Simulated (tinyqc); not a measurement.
Inside a calculation: Gamma, L and X subbands of a thin body with non-parabolic valleys. Values are carried at full precision from step to step, so a last printed digit may differ when a step is redone from the rounded ones.

Hard walls, flat band, c = hbar^2/2m0, energies from the bulk Gamma edge. For a valley at angle theta to the normal 1/m_z = cos^2/ml + sin^2/mt and m_d = sqrt(ml mt^2/m_z). Subband n starts at E_v + e with e (1 + a e) = c (n pi/t)^2/m_z, and its density-of-states mass is taken as m_d (1 + 2 a e), without further growth at higher in-plane energy. Groups are named by valley and degeneracy.

Constants: hbar^2/2m0 = 3.80998211 eV angstrom^2; kB = 8.617333262e-05 eV/K.

Parameters, chosen for this exercise (near those of a thin GaAs channel; not measured data): face = 111 (surface); mG = 0.0665 m0 (Gamma mass); aG = 0.56 1/eV (Gamma non-parabolicity); EL = 0.242 eV (L edge above Gamma); mL = (1.972, 0.075) m0 (L valleys (four, along <111>): ml, mt); EX = 0.421 eV (X edge above Gamma); mX = (1.328, 0.23) m0 (X valleys (three, along <100>): ml, mt); aS = 0.38 1/eV (non-parabolicity of L and X); t = 32 angstrom (body thickness); Ns = 3 x 1e12/cm^2 (sheet density); T = 300 K (temperature); eot = 9 angstrom (equivalent oxide thickness).

## Valley groups

List degeneracy, edge, m_z, m_d and a.

Groups:
```
group  g  E_v (eV)     m_z     m_d  a (1/eV)
G1     1     0.000  0.0665  0.0665      0.56
L1     1     0.242  1.9720  0.0750      0.38
L3     3     0.242  0.0840  0.3634      0.38
X3     3     0.421  0.3175  0.4704      0.38
```

## Subband edges

n = 1 to 8 for each group; list the ten lowest.

Subbands:
```
subband  g  E (eV)  DOS mass
L1 n=1   1  0.2605    0.0761
L1 n=2   1  0.3145    0.0791
L1 n=3   1  0.4001    0.0840
G1 n=1   1  0.4425    0.0995
L1 n=4   1  0.5122    0.0904
X3 n=1   3  0.5320    0.5101
L3 n=1   3  0.6239    0.4689
L1 n=5   1  0.6456    0.0980
L1 n=6   1  0.7958    0.1066
X3 n=2   3  0.8224    0.6139
```

The lowest subband is L1 n=1, 54 meV below L1 n=2; in the bulk the lowest valley is Gamma.

## Filling and quantum capacitance

n_i = g m/(2 pi c) kB T ln(1 + exp((EF - E_i)/kB T)), sum n_i = Ns (1e12/cm^2 = 1e-4/angstrom^2), c = hbar^2/2m0. Quantum capacitance Cq = 1602.176634 sum g m/(2 pi c) f_i in microfarad/cm^2 with f_i = 1/(1 + exp((E_i - EF)/kB T)); Cox = 34.5313/eot (one gate); C/Cox = Cq/(Cq + Cox), the centroid term left out.

Over the ten listed subbands, named by valley (G, L, X), degeneracy and number.

EF = 0.3257 eV

n_i in the order of the list (1e12/cm^2): 2.135  0.797  0.050  0.012  0.001  0.006  0.000  0.000  0.000  0.000

Cq = 8.34 microfarad/cm^2
Cox = 3.837 microfarad/cm^2
C/Cox = 0.685

EF lies 65 meV above the lowest edge; Gamma holds 0 % of the electrons. The low density of states costs 32 % of the gate capacitance.

## Checks

- Cq against the slope dNs/dEF by finite differences, microfarad/cm^2: both 8.34.

Run: tinyqc, `OMP_NUM_THREADS=1 python tinyqc.py 1251313 1251314 out.jsonl`; Intel(R) Xeon(R) Processor @ 2.30GHz, one thread, shared host; about 0.05 s of CPU time with all checks.
